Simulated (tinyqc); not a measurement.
Admittance spectroscopy of a deep trap: two steps of the calculation.

Schottky contact on an n-type layer with shallow donors Nd (all ionised) and a donor-like deep trap, neutral when filled and positive when empty; depletion approximation. Traps within lam of the depletion edge stay filled. The traps at xt = W - lam, where the level crosses the Fermi level, follow a slow signal and not a fast one. w = 2 pi f.

Parameters, values chosen for the exercise; material values close to those of silicon:
- eps_r = 11.8 (relative permittivity)
- Nc = 2.78e19 cm^-3 (conduction-band density of states at 300 K)
- vth = 2.3e7 cm/s (thermal velocity at 300 K)
- Nd = 6.5e15 cm^-3 (shallow donor density)
- Vbi = 0.8 V (built-in voltage)
- Et = 0.45 eV (depth of the trap below the conduction edge)
- sn = 3.1e-17 cm^2 (capture cross-section)
- Nt = 1.9e15 cm^-3 (trap density)
- Vr = 0 V (reverse bias)
- f = 640 Hz (signal frequency)
- T = 311 K (temperature)

Constants: q = 1.602176634e-19 C, kB = 1.380649e-23 J/K, eps0 = 8.8541878128e-14 F/cm where lengths are in cm. Results are converted to the units shown.

Task 1. Widths and limiting capacitances. lam = sqrt(2 eps0 eps_r (EF - ET)/(q Nd)), EF - ET = Et - (kB T/q) ln(Nc(T)/Nd), Nc(T) = Nc (T/300 K)^1.5. In the steady state at the band bending V, 2 eps0 eps_r V/q = Nd W^2 + Nt (W - lam)^2 (the second term only if W > lam). V = Vbi + Vr. C_HF = eps0 eps_r/W, C_LF = eps0 eps_r (Nd + Nt)/(Nd W + Nt xt).

Wanted: lam; W; xt; C_HF; C_LF.

Result 1.

lam = 212.23 nm
W = 389.07 nm
xt = 176.84 nm
C_HF = 26.853 nF/cm^2
C_LF = 30.633 nF/cm^2

The step is 14.1 % of C_HF.

Task 2. Admittance at the signal frequency. Emission rate en = sn vth(T) Nc(T) exp(-Et/kB T) = sn g T^2 exp(-Et/kB T), g = vth Nc/(300 K)^2, as vth goes as T^0.5 and Nc as T^1.5 (degeneracy factor 1). Inflection frequency w0 = 2 en [1 + Nt xt/(Nd W)]; C = C_HF + (C_LF - C_HF)/(1 + (w/w0)^2), G/w = (C_LF - C_HF)(w/w0)/(1 + (w/w0)^2).

W = 389.07287 nm
xt = 176.84324 nm
C_HF = 26.853431 nF/cm^2
C_LF = 30.632967 nF/cm^2

Give: en; w0/(2 pi); C; G/w.

Result 2.

en = 1086.7 1/s
w0/(2 pi) = 391.88 Hz
C = 27.884 nF/cm^2
G/w = 1.6832 nF/cm^2

The signal lies near the inflection, where the loss is largest.

tinyqc, about 0.01 s, one thread, Intel Xeon 2.30GHz (shared host): `OMP_NUM_THREADS=1 python tinyqc.py 2050049 2050050 out.jsonl`
